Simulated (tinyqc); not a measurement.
Inside a calculation. Model: MOS inversion layer, Poisson-Schroedinger loop.

Program tinyqc, `OMP_NUM_THREADS=1 python tinyqc.py 2160004 2160005 out.jsonl`; Intel Xeon 2.30GHz, shared host, one thread, about 1 s. Printed values are rounded.

Electrons confined at an insulator interface at z = 0, treated as a hard wall; parabolic valleys, Hartree approximation, no image or exchange terms. The depletion charge lies far deeper than the electrons and gives a uniform field q Nd/(eps0 eps_r); the gate balances all charge. Energies are counted from the band edge at the interface.

Values chosen for this exercise; masses and permittivity close to those of germanium (111):
```
symbol   value   unit                                     meaning
T          300      K                                 temperature
eps_r     16.2                              relative permittivity
mz1       1.56     m0  mass along z of valley set A (1 valley(s))
md1     0.0826     m0    in-plane density-of-states mass of set A
mz2     0.0925     m0  mass along z of valley set B (3 valley(s))
md2      0.342     m0    in-plane density-of-states mass of set B
Ns      9.4e11  cm^-2                  sheet density of electrons
Nd      1.6e11  cm^-2           sheet density of depletion charge
dE           0     eV               extra shift of set B (strain)
hz         2.6     nm                                   mesh step
a          0.3                                      mixing factor
```

Constants: q = 1.602176634e-19 C, kB = 1.380649e-23 J/K, hbar = 1.054571817e-34 J s, m0 = 9.1093837015e-31 kg, Vt = kB T/q, eps0 = 8.8541878128e-14 F/cm where lengths are in cm, hbar^2/(2 m0) = 0.0380998212 eV nm^2. Results are converted to the units shown.

## Fixed part of the potential

```
node,z (nm)
1,2.6
2,5.2
3,7.8
4,10.4
5,13
6,15.6
7,18.2
8,20.8
9,23.4
10,26
11,28.6
12,31.2
13,33.8
14,36.4
15,39
16,41.6
17,44.2
18,46.8
19,49.4
```

V0 = q Nd z/(eps0 eps_r) in eV.

```
node,fixed potential V0 (eV)
1,0.0046467
2,0.0092933
3,0.0139400
4,0.0185866
5,0.0232333
6,0.0278799
7,0.0325266
8,0.0371732
9,0.0418199
10,0.0464665
11,0.0511132
12,0.0557598
13,0.0604065
14,0.0650531
15,0.0696998
16,0.0743464
17,0.0789931
18,0.0836397
19,0.0882864
```

## Round 1: levels and probability densities

```
node,self-consistent potential U at the start (eV)
1,0
2,0
3,0
4,0
5,0
6,0
7,0
8,0
9,0
10,0
11,0
12,0
13,0
14,0
15,0
16,0
17,0
18,0
19,0
```

Tridiagonal Hamiltonian with psi = 0 one step beyond both ends: H_ii = C (1/m_(i-1/2) + 1/m_(i+1/2))/hz^2 + V0_i + U_i (+ dE for the set B), H_(i,i+1) = -C/(m_(i+1/2) hz^2), C = hbar^2/(2 m0). The lowest 2 level(s) of each valley set are kept, normalised to hz sum |psi|^2 = 1. The mass is the same on all intervals.

levels (eV): A1 0.0095885, A2 0.0160506, B1 0.0254394, B2 0.0442290

```
node,|psi|^2 of A1 (1/nm),|psi|^2 of A2 (1/nm),|psi|^2 of B1 (1/nm),|psi|^2 of B2 (1/nm)
1,0.265737,0.098662,0.0272614,0.0256899
2,0.106194,0.131954,0.0750080,0.0468454
3,0.012018,0.130469,0.0961412,0.0220512
4,0.000646,0.021945,0.0827929,0.0000454
5,0.000020,0.001526,0.0543109,0.0190052
6,0.000000,0.000058,0.0288722,0.0552016
7,0.000000,0.000001,0.0129039,0.0723602
8,0.000000,0.000000,0.0049681,0.0631930
9,0.000000,0.000000,0.0016768,0.0418840
10,0.000000,0.000000,0.0005027,0.0224513
11,0.000000,0.000000,0.0001352,0.0101046
12,0.000000,0.000000,0.0000329,0.0039141
13,0.000000,0.000000,0.0000073,0.0013282
14,0.000000,0.000000,0.0000015,0.0004000
15,0.000000,0.000000,0.0000003,0.0001080
16,0.000000,0.000000,0.0000000,0.0000263
17,0.000000,0.000000,0.0000000,0.0000058
18,0.000000,0.000000,0.0000000,0.0000011
19,0.000000,0.000000,0.0000000,0.0000002
```

## Round 1: Fermi level and occupations

Level k holds N_k = D_k Vt ln(1 + exp((EF - E_k)/Vt)) with D = md1 m0 q/(pi hbar^2) for the set A, D = 3 md2 m0 q/(pi hbar^2) for the set B per eV (spin included); EF is fixed by sum N_k = Ns.

EF = -0.0521726 eV
N_k (cm^-2): A1 7.82775e10, A2 6.15467e10, B1 5.37210e11, B2 2.62966e11

## Round 1: density, output potential and mixing

n_i = sum_k N_k |psi_k|^2 (converted to cm^-3). Hartree part by Gauss: on the interval before node i the electrons still beyond are S_i = Ns - hz sum_(j<i) n_j, and U_i = U_(i-1) + q S_i hz/(eps0 eps_r) in eV, U_0 = 0 at the interface. Mixing: U(new) = U + a (U(out) - U).

```
node,n (1e17 cm^-3),U(out) (eV),U after round 1 (eV)
1,4.82741,0.027299,0.0081897
2,6.90477,0.050953,0.0152859
3,6.64173,0.069393,0.0208180
4,4.58903,0.082819,0.0248456
5,3.42696,0.092779,0.0278337
6,3.00302,0.100151,0.0300454
7,2.59604,0.105256,0.0315769
8,1.92866,0.108401,0.0325204
9,1.19149,0.110090,0.0330269
10,0.61740,0.110879,0.0332636
11,0.27298,0.111201,0.0333604
12,0.10470,0.111318,0.0333954
13,0.03532,0.111355,0.0334066
14,0.01060,0.111366,0.0334099
15,0.00286,0.111369,0.0334107
16,0.00070,0.111370,0.0334109
17,0.00015,0.111370,0.0334109
18,0.00003,0.111370,0.0334109
19,0.00000,0.111370,0.0334109
```

## Course of the self-consistent loop

Start from U = 0. Stop when the largest |U(out) - U| is below 1e-7 eV, or after 60 rounds. From round 2 on: Anderson mixing of depth m keeps the last m inputs V and residuals F = V(out) - V(in), fits c by least squares to F = dF c over their successive differences dF, dV, and sets V(new) = V + a F - (dV + a dF) c. Here m = 3.

Course of the iteration:
```
round,level A1 (eV),EF (eV),largest |U(out) - U| (eV)
1,0.00958849,-0.0521726,0.111
2,0.0189950,-0.0315101,0.0536
3,0.0307777,-0.0102364,0.0110
4,0.0370210,-0.00179743,3.32e-3
5,0.0382584,-0.00110535,3.54e-4
6,0.0384206,-0.00101932,1.90e-4
7,0.0385971,-9.26861e-4,1.14e-5
8,0.0386013,-9.23525e-4,7.88e-6
9,0.0386063,-9.19698e-4,5.77e-6
10,0.0386111,-9.15407e-4,2.63e-6
11,0.0386083,-9.16994e-4,8.06e-7
12,0.0386078,-9.17212e-4,7.31e-7
13,0.0386085,-9.16732e-4,1.23e-7
14,0.0386085,-9.16697e-4,5.59e-8
```

Converged in 14 rounds.

## Converged levels, occupations and centroid

```
node,converged U (eV)
1,0.0272991
2,0.0456158
3,0.0560857
4,0.0626586
5,0.0669713
6,0.0696475
7,0.0711167
8,0.0718182
9,0.0721106
10,0.0722179
11,0.0722530
12,0.0722632
13,0.0722659
14,0.0722666
15,0.0722667
16,0.0722668
17,0.0722668
18,0.0722668
19,0.0722668
```

Solve for the levels with V0 + U, find EF, n_i = sum_k N_k |psi_k|^2 (in cm^-3); share of each level N_k/Ns; centroid sum n z/sum n.

levels (eV): A1 0.038609, A2 0.061836, B1 0.077316, B2 0.107685
EF = -9.16697e-4 eV
shares (%): A1 18.6186, A2 8.0269, B1 55.8257, B2 17.5287

```
node,n (1e18 cm^-3)
1,1.18959
2,1.03920
3,0.51610
4,0.29933
5,0.21675
6,0.15984
7,0.10167
8,0.05418
9,0.02451
10,0.00958
11,0.00328
12,0.00100
13,0.00027
14,0.00007
15,0.00002
16,0.00000
17,0.00000
18,0.00000
19,0.00000
```

centroid = 6.88278 nm

An 800-node mesh to 84 nm with 8 levels a set gives A1 = 0.03471 eV, EF = -0.007686 eV and a centroid of 8.416 nm; the levels kept above hold 78.1 % of the electrons there. The coarse centroid is 18 % below the fine one.

## Closed-form estimates

Triangular well: E_k = a_k (C F^2/mz)^(1/3), a_1 = 2.338107, a_2 = 4.087949, C = hbar^2/(2 m0), F in eV/nm. Fang-Howard (all electrons in the lowest level of set A): b^3 = 6 (mz1/C) q (Nd + 11 Ns/32)/(eps0 eps_r), centroid 3/b, level C b^2/(4 mz1) + (3/b) q (Nd + 11 Ns/16)/(eps0 eps_r). Use F = q (Nd + Ns)/(eps0 eps_r), the surface field, and F = q (Nd + Ns/2)/(eps0 eps_r).

A1 with the surface field = 0.0361208 eV
A1 with Nd + Ns/2 = 0.0249109 eV
A2 with Nd + Ns/2 = 0.0435542 eV
b = 1.09855 1/nm
Fang-Howard centroid = 2.73087 nm
Fang-Howard level = 0.0319618 eV

Against the self-consistent A1 = 0.03471 eV on a fine mesh, the surface-field estimate is 4.1 % above it, the half-charge one 28 % below it and Fang-Howard 7.9 % below it. A1 holds 16.8 % of the electrons, and the Fang-Howard centroid is 68 % below the full one.
